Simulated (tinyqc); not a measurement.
Comparisons within one model: optical gain and spontaneous emission in a bulk direct-gap semiconductor. A value that a table varies takes the place of the one given here.

Parabolic bands, vertical transitions, no excitons. For each hole band j: mr = me mj/(me + mj); joint density of states J_j(E) = (mr/c)^(3/2) sqrt(E - Eg)/(2 pi^2), both spins, c = hbar^2/2m0; averaged matrix element |e.p|^2 = m0 Ep/6; alpha_j(E) = 4 pi^2 alpha_f c Ep J_j/(3 nr E) in 1/angstrom (alpha_f the fine-structure constant, listed as alpha among the constants), times 1e8 for 1/cm.

F_j(eta) = (1/Gamma(j + 1)) integral_0^infinity x^j dx/(1 + exp(x - eta)), which tends to exp(eta) for eta << 0.

Quasi-Fermi levels: n = Nc F_1/2(Fc/kT) and p = Nv F_1/2(Fv/kT), Fc counted up from the conduction edge and Fv down from the valence edge; Nc, Nv from N = 2 (m kB T/(4 pi c))^(3/2) with c = hbar^2/2m0, in 1/angstrom^3; times 1e24 for 1/cm^3, with me and (mhh^(3/2) + mlh^(3/2))^(2/3).

For band j the electron sits at Ee = (E - Eg) mr/me above its edge and the hole at Eh = (E - Eg) mr/mj; fe = 1/(1 + exp((Ee - Fc)/kT)), fh = 1/(1 + exp((Eh - Fv)/kT)); gain g = sum_j alpha_j (fe + fh - 1).

Spontaneous rate: R = integral of (nr E/(hbar c))^2/(pi^2 hbar) sum_j alpha_j fe fh dE, with alpha in 1/cm and (nr E/(hbar c))^2 in 1/cm^2 (1e16 per 1/angstrom^2); B = R/(n p); lifetime n/R.

Constants: hbar^2/2m0 = 3.80998211 eV angstrom^2; fine-structure constant alpha = 0.007297352564; kB = 8.617333262e-05 eV/K; hbar = 6.58211957e-16 eV s; hbar c = 1973.269805 eV angstrom.

Parameters, chosen for this exercise (near those of InGaAs; not measured data):
```
symbol  value    unit    meaning
Eg      0.771    eV      direct gap
me      0.0414   m0      electron mass
mhh     0.471    m0      heavy-hole mass
mlh     0.0501   m0      light-hole mass
Ep      23.7     eV      Kane energy
nr      3.59             refractive index
T       300      K
n       2.1e+18  1/cm^3  injected density, n = p
```

## Peak gain against injection

The peak is the largest g over E; a dash marks no gain.

Gain:
```
n (1/cm^3)  Fc (eV)  Fv (eV)  peak gain (1/cm)  peak E - Eg (eV)  B (cm^3/s)
3.7e+17      0.0301  -0.0803                 -                 -    1.37e-10
5.8e+17      0.0503  -0.0684                 -                 -    1.30e-10
8.4e+17      0.0702  -0.0586                31            0.0040    1.23e-10
1.0e+18      0.0809  -0.0539               107            0.0099    1.19e-10
1.3e+18      0.0991  -0.0468               270            0.0204    1.12e-10
1.7e+18      0.1207  -0.0394               486            0.0334    1.05e-10
2.2e+18      0.1451  -0.0322               734            0.0479    9.85e-11
2.9e+18      0.1759  -0.0243              1042            0.0654    9.09e-11
```

transparency density (Fc + Fv = 0) = 7.31e+17 1/cm^3

How do the results move?

Gain starts at 7.31e+17 1/cm^3, where Fc = -Fv = 0.0623 eV: with Nv/Nc = 40 the electrons must be degenerate before the holes are. The slope of peak gain against n is 4.74e-16 cm^2 between the first two rows with gain and 4.39e-16 between the last two; the peak moves from 0.0040 to 0.0654 eV above the gap as the bands fill, and B falls by a factor 1.51. Line broadening and gap shrinkage are left out.

## Gain spectrum

At the density n.

Spectrum:
```
E - Eg (eV)  alpha, empty (1/cm)  fe, heavy  fh, heavy  g (1/cm)
0.005                       1625      0.995      0.212       330
0.010                       2283      0.994      0.209       448
0.020                       3188      0.991      0.204       582
0.030                       3856      0.987      0.199       652
0.045                       4635      0.979      0.192       687
0.060                       5256      0.964      0.185       656
0.080                       5926      0.930      0.175       502
0.100                       6474      0.867      0.167       170
0.130                       7135      0.692      0.154      -837
0.170                       7813      0.351      0.138     -3038
0.220                       8439      0.084      0.121     -5423
```

Fc + Fv = 0.1069 eV

What can be read from the table?

g is positive below E - Eg = 0.1069 eV; the largest value listed is 687 1/cm at 0.045 eV. At 0.220 eV above the gap g is -0.64 times the absorption of the empty crystal, whose limit is -1.

## Transparency density and B against temperature

Eg is held fixed; B is taken at n = 1e15 1/cm^3.

Results:
```
T (K)  transparency density (1/cm^3)  Fc/kT there  B (cm^3/s)
100                         1.41e+17        2.410    7.67e-10
150                         2.58e+17        2.410    4.21e-10
200                         3.98e+17        2.410    2.76e-10
250                         5.56e+17        2.410    1.99e-10
300                         7.31e+17        2.410    1.53e-10
350                         9.21e+17        2.410    1.22e-10
400                         1.13e+18        2.410    1.01e-10
500                         1.57e+18        2.410    7.32e-11
```

What does this show, and why?

Fc/kT at transparency stays at 2.410, since it depends on Nv/Nc alone, so the density goes as T^1.50. B goes as T^-1.46, against T^-1.5 for non-degenerate carriers: hot carriers spread over k and fewer pairs share a wave vector.

## What moves transparency and gain

Transparency is Fc + Fv = 0; the peak is the largest g over E at the density n (0 if none). Each row changes one parameter from the base and keeps the others.

Results:
```
case                 transparency density (1/cm^3)  Fc + Fv (eV)  peak gain (1/cm)
base                                      7.31e+17        0.1069               687
me = 0.0476 m0                            8.41e+17        0.0874               715
mhh = 0.283 m0                            5.70e+17        0.1281              1228
Ep = 26.1 eV                              7.31e+17        0.1069               756
T = 340 K                                 8.82e+17        0.0952               537
n = 2.73e+18 1/cm^3                       7.31e+17        0.1426               971
nr = 3.77                                 7.31e+17        0.1069               654
```

How do the results move?

The largest shifts from the base row, up to three for each result and ties (the steps differ in size, so this ranks the rows, not the parameters). transparency density (1/cm^3): mhh -1.61e+17, T +1.51e+17, me +1.10e+17; unchanged at the printed digits by Ep, n and nr. Fc + Fv (eV): n +0.0358, mhh +0.0212, me -0.0195; unchanged at the printed digits by Ep and nr. peak gain (1/cm): mhh +541, n +284, T -150.

tinyqc: `OMP_NUM_THREADS=1 python tinyqc.py 1650325 1650326 out.jsonl`; about 0.1 s, one thread, shared Intel(R) Xeon(R) Processor @ 2.30GHz.
